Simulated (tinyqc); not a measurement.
# FinFET, parasitic resistance, capacitance and delay: effect of the supply voltage

Nf fins under one contact; each has gated perimeter p = 2 Hf + Wf and cross-section A = Hf Wf; contact width Wc = Nf pf, stack height Hs = Hf. Contact length Lc = CPP - Lg - 2 Lsp, shared by two neighbouring gates. Source and drain sides are equal. The formulas are first-order estimates, not field solutions.

Epitaxy sheet resistance Rsh = re/te, transfer length LT = sqrt(rc/Rsh), contact Rc = [sqrt(rc Rsh)/Wc] coth(Lc/(2 LT)); extension of one fin Rx = rx Lsp/A. With N fins: gate Cg = Cinv p N Lg; per side, plate Cp = ks eps0 [Wc (Hs + Hc) - N A]/Lsp, top fringe Cf = (2/pi) ks eps0 Wc ln(1 + Lg/(2 Lsp)), overlap Co = Cinv p N Lov. One fin: I = p Q vx u/(1 + |u|^1.8)^(1/1.8), Q = Cinv n Vt ln(1 + exp((Vg' - VT + dl Vd')/(n Vt))), u = Vd' mu/(vx Lg), Vg' = Vgs - v, Vd' = Vds - 2 v, with the drop on each side v = Rc (sum of I) + Rx I. Ieff = [I(Vgs = Vdd, Vds = Vdd/2) + I(Vdd/2, Vdd)]/2, total currents. With Cs = Cp + Cf + Co, the load of an inverter of two such devices driving an equal one is CL = 2 (Cg + 2 Cs) + 4 Cs + Cw (own drains counted twice for the Miller effect); delay CL Vdd/(2 Ieff).

Values chosen for this exercise; values close to those of silicon logic devices: temperature T = 300 K; number of fins Nf = 4; fin height Hf = 50 nm; fin width Wf = 7 nm; fin pitch pf = 34 nm; contacted gate pitch CPP = 60 nm; gate length Lg = 18 nm; spacer length Lsp = 8 nm; relative permittivity of the spacer ks = 3.3; gate height above the channel stack Hc = 15 nm; contact resistivity rc = 2.3e-9 ohm cm^2; resistivity of the source-drain epitaxy re = 0.00023 ohm cm; current-carrying depth of the epitaxy te = 30 nm; resistivity of the extension rx = 0.0011 ohm cm; gate overlap Lov = 1 nm; inversion capacitance Cinv = 3.2 uF/cm^2; injection velocity vx = 1.1e7 cm/s; apparent mobility mu = 120 cm^2/(V s); threshold at zero drain voltage VT = 0.21 V; barrier lowering dl = 0.074 V/V; subthreshold factor n = 1.11; wire load Cw = 0.38 fF.

Constants: q = 1.602176634e-19 C, kB = 1.380649e-23 J/K, eps0 = 8.8541878128e-12 F/m, Vt = kB T/q. Results are converted to the units shown.

The same in every row: Rc (ohm) = 132.5; Rx/N (ohm) = 62.86; CL (aF) = 1215.

Effect of the supply voltage:
```
Vdd (V)	Ieff (uA)	delay (ps)
0.45	130.6	2.093
0.55	205.4	1.627
0.65	284.7	1.387
0.75	366.2	1.245
0.85	449.0	1.150
0.95	532.7	1.084
```

As Vdd goes from 0.45 to 0.95 V, Ieff rises from 131 to 533 uA, CL stays at 1220 aF and the delay falls from 2.09 to 1.08 ps.

Computed by the program tinyqc: `OMP_NUM_THREADS=1 python tinyqc.py 2170124 2170125 out.jsonl`, one thread of a shared Intel Xeon 2.30GHz, about 0.05 s for the whole run.
